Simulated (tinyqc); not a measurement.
From results back to parameters: bond-orbital model of a tetrahedral semiconductor (Harrison's universal couplings). Four cases, with inputs chosen for the exercise.

Problem. In the bond-orbital model the bond-antibond splitting is 2 sqrt(V2^2 + V3^2), Z* = 4 ap - (Z - 4) with ap = V3/sqrt(V2^2 + V3^2), and V2 = 3.22 x 2c/d^2, c = hbar^2/2m0. The values below come from a hidden bond length and V3.

Constants: hbar^2/2m0 = 3.80998211 eV angstrom^2.

Find: V2, V3; d.

Method. ap = (Z* + Z - 4)/4; V3 = ap times half the splitting, V2 = sqrt(1 - ap^2) times it, and d = sqrt(6.44 c/V2).

Case 1.

Values chosen (out of a larger set: near tabulated values for GaAs; the model gives trends, and its gaps can be far from the real ones; not measured data): Z = 5 (valence electrons of the anion).

splitting = 9.33868 eV
Z* = 0.88035 e

Solution.

V2, V3 (eV): 4.121  2.195

d = 2.440 angstrom

Case 2.

Values chosen (out of a larger set: near tabulated values for GaAs; the model gives trends, and its gaps can be far from the real ones; not measured data): Z = 5 (valence electrons of the anion).

splitting = 9.21870 eV
Z* = 0.90265 e

Solution.

V2, V3 (eV): 4.055  2.192

d = 2.460 angstrom

Case 3.

Values chosen (out of a larger set: near tabulated values for InAs; the model gives trends, and its gaps can be far from the real ones; not measured data): Z = 5 (valence electrons of the anion).

splitting = 8.55323 eV
Z* = 1.23424 e

Solution.

V2, V3 (eV): 3.547  2.389

d = 2.630 angstrom

Case 4.

Values chosen (out of a larger set: near tabulated values for GaN; the model gives trends, and its gaps can be far from the real ones; not measured data): Z = 5 (valence electrons of the anion).

splitting = 16.27651 eV
Z* = 1.39425 e

Solution.

V2, V3 (eV): 6.519  4.871

d = 1.940 angstrom

Computed by tinyqc, one run a case: `OMP_NUM_THREADS=1 python tinyqc.py N N+1 out.jsonl` with N = 1452463, 1452603, 1452633, 1452646; one thread of a shared Intel(R) Xeon(R) Processor @ 2.30GHz, about 0.01 s a run at most.
